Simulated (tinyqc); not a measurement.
Worked calculation: five-level k.p model folded onto the conduction band. Values are carried at full precision from step to step, so a last printed digit may differ when a step is redone from the rounded ones.

Second-order sums for the lowest conduction level at E: 1/m = 1 + Cm + (Ep/3)(2/E + 1/(E + Dso)) - (Ep2/3)(2/(E7 + D2 - E) + 1/(E7 - E)); g/2 = 1 + Cg - (Ep/3)(1/E - 1/(E + Dso)) - (Ep2/3)(1/(E7 - E) - 1/(E7 + D2 - E)). E is counted from the top of the valence band; E = Eg at the edge.

Constants: hbar^2/2m0 = 3.80998211 eV angstrom^2.

Inputs chosen for the exercise (near those of InP; shifted at random, so the results belong to these values and not to a real crystal):
- Eg = 1.435 eV (gap at Gamma to the s-like level)
- Dso = 0.108 eV (spin-orbit splitting)
- Ep = 20.6 eV (Kane energy)
- E7 = 4.78 eV (upper Gamma7 conduction level, from the valence top)
- D2 = 0.07 eV (its spin-orbit splitting, Gamma8 above Gamma7)
- Ep2 = 6.5 eV (Kane energy to the upper levels)
- Cm = -0.3 (remote term in 1/m)
- Cg = 0 (remote term in g/2)
- k = 0.07 1/angstrom (wave vector along z)

## Mass and g factor term by term

Evaluate at E = Eg.

Terms:
```
level,part of 1/m,part of g
free + remote,0.7000,2.0000
Gamma8 valence,9.5703,-9.5703
Gamma7 valence,4.4502,8.9004
Gamma8 upper,-1.2689,1.2689
Gamma7 upper,-0.6477,-1.2955
```

m = 0.0781 m0
g = 1.304

The valence levels give 14.02 to 1/m and the upper levels take 1.92 away. In g the two valence terms nearly cancel when Dso is small against Eg; here Dso/Eg = 0.08 and they leave -0.670, the upper pair -0.027.

## The matrix at one k

For k along z and one spin sector the level c couples to four states. With c0 = hbar^2/2m0, P = sqrt(Ep c0), P2 = sqrt(Ep2 c0): diagonal Eg + (1 + Cm) c0 k^2 for c, and 0, -Dso, E7 + D2, E7 for lh, so, G8 up, G7 up (their own dispersion is left out); couplings of c: sqrt(2/3) P k to lh, sqrt(1/3) P k to so, sqrt(2/3) P2 k to G8 up, sqrt(1/3) P2 k to G7 up (phases chosen real).

Fill in the matrix.

H (eV), lower triangle:
```
,c,lh,so,G8 up,G7 up
c,1.44807
lh,0.50635,0
so,0.35804,0,-0.10800
G8 up,0.28443,0,0,4.85000
G7 up,0.20112,0,0,0,4.78000
```

## Exact folding onto c

Solve E = H_cc + S(E), S(E) = sum_j H_cj^2/(E - H_jj), from E = H_cc, by plain substitution and by Newton steps on E - H_cc - S(E). The weight of c in the state is Z = 1/(1 - dS/dE). The exact level is the third eigenvalue of H from below.

Iterates (eV):
```
step,substitution,Newton
0,1.44807,1.44807
1,1.67158,1.63656
2,1.63502,1.63970
3,1.64040,1.63970
4,1.63959,1.63970
5,1.63971,1.63970
6,1.63970,1.63970
7,1.63970,1.63970
```

exact level = 1.63970 eV
Z = 0.8701

Substitution multiplies the error by about dS/dE = 1 - 1/Z = -0.149 a step, so it alternates; after 7 steps it is off by 3.5e-07 eV, while Newton is within 1e-5 eV from step 2 on.

## Loewdin series

Expanding E = H_cc + S(E) about Eg in powers of k^2, with s_n = sum_j H_cj^2/(Eg - H_jj)^n: order k^2: e2 = (1 + Cm) c0 k^2 + s1; order k^4: e4 = -s2 e2; order k^6: e6 = s3 e2^2 + s2^2 e2.

Give each order and the partial sums, counted from Eg.

s1 (eV), s2 (no unit), s3 (1/eV); (1 + Cm) c0 k^2 is H_cc - Eg: 0.22597  0.18890  0.11855

e2, e4, e6 (eV): 0.23903  -0.04515  0.01530

partial sums (eV): 0.23903  0.19388  0.20918

The exact value is 0.20470 eV; the errors of the partial sums are +34.33, -10.82 and +4.48 meV.

## Checks

- Curvature of the exact level at small k against the sum for 1/m: both 12.804.

Run: tinyqc, `OMP_NUM_THREADS=1 python tinyqc.py 1050432 1050433 out.jsonl`; Intel(R) Xeon(R) Processor @ 2.30GHz, one thread, shared host; about 0.01 s of CPU time with all checks.
